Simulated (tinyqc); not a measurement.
# Worked calculation: resistance of a tapered via with liner, size effect and interface

Numbers from tinyqc (`OMP_NUM_THREADS=1 python tinyqc.py 2750138 2750139 out.jsonl`; about 0.01 s on one thread of a shared Intel Xeon 2.30GHz). Printed values are rounded.

A round via whose diameter grows from db at the bottom as D(z) = db + 2 z/tan(ang). The fill, of diameter D - 2 tl, starts above the bottom liner (thickness fb tl) and has rho = rho0 (1 + ks lam/(D - 2 tl)); the sidewall liner conducts in parallel with it. The bottom liner and the interface are crossed over the full area pi db^2/4. Spreading in the lines above and below is left out.

Parameters, values chosen for the exercise; fill metal close to ruthenium: diameter at the bottom db = 26 nm; height hv = 57 nm; sidewall angle ang = 89 degrees; bulk resistivity of the fill rho0 = 7.82 uohm cm; mean free path of the fill lam = 6.62 nm; size-effect factor ks = 0.7; liner on the sidewall tl = 0.5 nm; liner at the bottom over that on the sidewall fb = 0.5; resistivity of the liner rl = 420 uohm cm; interface resistivity at the bottom ri = 1.9e-12 ohm cm^2; ballistic conductance per area, about 3/(4 rho0 lam) Sb = 1.5e15 S/m^2.

## Slices of the via

Slices between z0 = fb tl and hv, evaluated at their midpoints: conductance per length pi/4 [(D - 2 tl)^2/rho + (D^2 - (D - 2 tl)^2)/rl], slice resistance = slice height over that. 10 slices.

| slice | z (nm) | D (nm) | rho (uohm cm) | slice resistance (ohm) |
|---|---|---|---|---|
| 0 | 3.08750 | 26.1078 | 9.26329 | 1.05986 |
| 1 | 8.76250 | 26.3059 | 9.25199 | 1.04207 |
| 2 | 14.4375 | 26.5040 | 9.24087 | 1.02473 |
| 3 | 20.1125 | 26.7021 | 9.22992 | 1.00781 |
| 4 | 25.7875 | 26.9002 | 9.21913 | 0.991308 |
| 5 | 31.4625 | 27.0984 | 9.20851 | 0.975205 |
| 6 | 37.1375 | 27.2965 | 9.19805 | 0.959489 |
| 7 | 42.8125 | 27.4946 | 9.18775 | 0.944149 |
| 8 | 48.4875 | 27.6927 | 9.17759 | 0.929172 |
| 9 | 54.1625 | 27.8908 | 9.16759 | 0.914546 |

## Total resistance

R_fill = sum of the slices; R_bottom = rl fb tl/(pi db^2/4); R_interface = ri/(pi db^2/4); ballistic (Sharvin) limit 1/(Sb pi (db - 2 tl)^2/4); ideal cylinder rho0 hv/(pi db^2/4).

parts (ohm): fill 9.84834, bottom liner 1.97766, interface 0.357863
R = 12.1839 ohm
shares (%): fill 80.8310, bottom liner 16.2318, interface 2.9372
ballistic limit = 1.35812 ohm
ideal cylinder = 8.39547 ohm

The fill is the largest part, and R is 1.45 times the ideal cylinder. With 2000 slices R = 12.184 ohm.
